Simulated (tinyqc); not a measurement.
Resistance of a tapered via with liner, size effect and interface: two steps of the calculation.

A round via whose diameter grows from db at the bottom as D(z) = db + 2 z/tan(ang). The fill, of diameter D - 2 tl, starts above the bottom liner (thickness fb tl) and has rho = rho0 (1 + ks lam/(D - 2 tl)); the sidewall liner conducts in parallel with it. The bottom liner and the interface are crossed over the full area pi db^2/4. Spreading in the lines above and below is left out.

Values chosen for this exercise; fill metal close to ruthenium: diameter at the bottom db = 12 nm; height hv = 21 nm; sidewall angle ang = 88 degrees; bulk resistivity of the fill rho0 = 7.75 uohm cm; mean free path of the fill lam = 6.49 nm; size-effect factor ks = 1.4; liner on the sidewall tl = 0.6 nm; liner at the bottom over that on the sidewall fb = 0.7; resistivity of the liner rl = 230 uohm cm; interface resistivity at the bottom ri = 4.2e-12 ohm cm^2; ballistic conductance per area, about 3/(4 rho0 lam) Sb = 1.5e15 S/m^2.

Task 1. Slices of the via. Slices between z0 = fb tl and hv, evaluated at their midpoints: conductance per length pi/4 [(D - 2 tl)^2/rho + (D^2 - (D - 2 tl)^2)/rl], slice resistance = slice height over that. 9 slices.

Find: z; D; rho; slice resistance.

Result 1.

z, slice 0 to 8 (nm): [1.5633, 3.8500, 6.1367, 8.4233, 10.710, 12.997, 15.283, 17.570, 19.857]
D, slice 0 to 8 (nm): [12.109, 12.269, 12.429, 12.588, 12.748, 12.908, 13.067, 13.227, 13.387]
rho, slice 0 to 8 (uohm cm): [14.205, 14.112, 14.021, 13.933, 13.848, 13.765, 13.684, 13.605, 13.528]
slice resistance, slice 0 to 8 (ohm): [3.4260, 3.3070, 3.1939, 3.0864, 2.9840, 2.8865, 2.7935, 2.7048, 2.6201]

Task 2. Total resistance. R_fill = sum of the slices; R_bottom = rl fb tl/(pi db^2/4); R_interface = ri/(pi db^2/4); ballistic (Sharvin) limit 1/(Sb pi (db - 2 tl)^2/4); ideal cylinder rho0 hv/(pi db^2/4).

slice resistance, slice 0 to 8 (ohm): [3.4259577, 3.3070025, 3.1939345, 3.0863804, 2.9839959, 2.8864623, 2.7934849, 2.7047905, 2.6201259]

Wanted: parts; R; shares; ballistic limit; ideal cylinder.

Result 2.

parts (ohm): fill 27.00, bottom liner 8.541, interface 3.714
R = 39.26 ohm
shares (%): fill 68.78, bottom liner 21.76, interface 9.46
ballistic limit = 7.277 ohm
ideal cylinder = 14.39 ohm

The fill is the largest part, and R is 2.73 times the ideal cylinder. With 2000 slices R = 39.259 ohm.

Computed by the program tinyqc: `OMP_NUM_THREADS=1 python tinyqc.py 2750064 2750065 out.jsonl`, one thread of a shared Intel Xeon 2.30GHz, about 0.01 s for the whole run.
